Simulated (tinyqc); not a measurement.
Against voltage: leakage through a gate insulator: direct, Fowler-Nordheim, trap-assisted and Poole-Frenkel currents. Computed by tinyqc, a small Python program. Command: `OMP_NUM_THREADS=1 python tinyqc.py 3010283 3010284 out.jsonl oxideleak walk`. One thread of a shared host (Intel(R) Xeon(R) Processor @ 2.30GHz), about 0.01 s of CPU time with the checks.

Electrons enter from the cathode Fermi level at x = 0; the conduction band of the insulator lies phi_b - e F x above it, F = V/t. WKB exponents use a parabolic band with mass m.

Inputs (values chosen for the exercise, with an insulator like SiO2):
```
quantity                     value   unit
thickness t                    3.6     nm
barrier phi_b                 3.11     eV
tunnelling mass m             0.39    m_0
static constant eps_ox        4.02      -
trap depth phi_t               2.5     eV
trap density N_t           2.9e+19  cm^-3
attempt rate nu_0            1e+13    1/s
activation of capture E_a     0.25     eV
temperature T                  400      K
```

Constants: e = 1.602176634e-19 C; hbar = 1.054571817e-34 J s; hbar^2/(2 m_0) = 3.80998212 eV angstrom^2; k_B = 8.617333262e-05 eV/K.

Method:
- For a level a distance phi(x) below the band, the WKB exponent is 2 int kappa dx with kappa = sqrt(m phi/(hbar^2/2m_0)); for a linear barrier from phi_1 down to phi_2 = max(phi_1 - e F d, 0) it is G = (4/3) sqrt(m/(hbar^2/2m_0)) (phi_1^(3/2) - phi_2^(3/2))/(e F).
- J_tun = e^3 F^2/(16 pi^2 hbar m phi_b) x exp(-G) / [1 - sqrt(phi_2/phi_b)]^2 with the free-electron mass in the cathode (m in m_0), phi_2 = max(phi_b - e V, 0): direct tunnelling for e V < phi_b, Fowler-Nordheim above. Image forces, back-flow and the limit on supply are left out, so J_tun is overstated below about 0.5 V.
- A trap at depth x lies phi_t below the band. Capture: tunnel at the cathode Fermi level from 0 to x (G_in from phi_1 = phi_b), rate nu_0 exp(-G_in - E_c/k_B T) with E_c = E_a + max(phi_b - phi_t - e F x, 0), the last term being the height of the trap above the cathode Fermi level. Emission: tunnel from the trap level to the anode (G_out from phi_1 = phi_t over t - x), rate nu_0 exp(-G_out - E_a/k_B T). Re-emission to the cathode follows from detailed balance, rate_back = rate_in exp(dE/k_B T) with dE = phi_b - phi_t - e F x. Each trap passes R = rate_in rate_out/(rate_in + rate_back + rate_out) electrons per second; filling from the anode is left out.
- J_TAT = e N_t int_0^t R dx by the midpoint rule on 400 intervals; the most effective depth is the midpoint with the largest R, rounded to 0.01 nm.

Currents:
```
V (V)  F (MV/cm)  J_tun (A/cm^2)  J_TAT (A/cm^2)  best depth (nm)
0.43       1.194      3.3824e-09      2.7399e-11             1.72
0.87       2.417      1.4668e-08      2.8160e-08             1.77
1.31       3.639      6.9238e-08      4.8806e-06             1.72
1.76       4.889      3.7752e-07      1.3814e-05             1.66
2.20       6.111      2.2765e-06      2.4504e-05             1.64
2.64       7.333      1.6613e-05      4.4296e-05             1.62
3.08       8.556      1.5603e-04      8.6807e-05             1.60
3.52       9.778      4.9283e-03      2.1759e-04             1.55
3.96      11.000      8.9054e-02      8.2491e-04             0.81
```

What follows from these numbers?

The larger current changes between 0.43 and 0.87 V (to J_TAT) and between 2.64 and 3.08 V (to J_tun). Over the range J_tun grows by 7.4 decades and J_TAT by 7.5. The highest rows may lie beyond breakdown. Below about 0.5 V the formula for J_tun, which has no back-flow, overstates the current.

Extremes, crossings and ranges named in words are read from the listed rows.
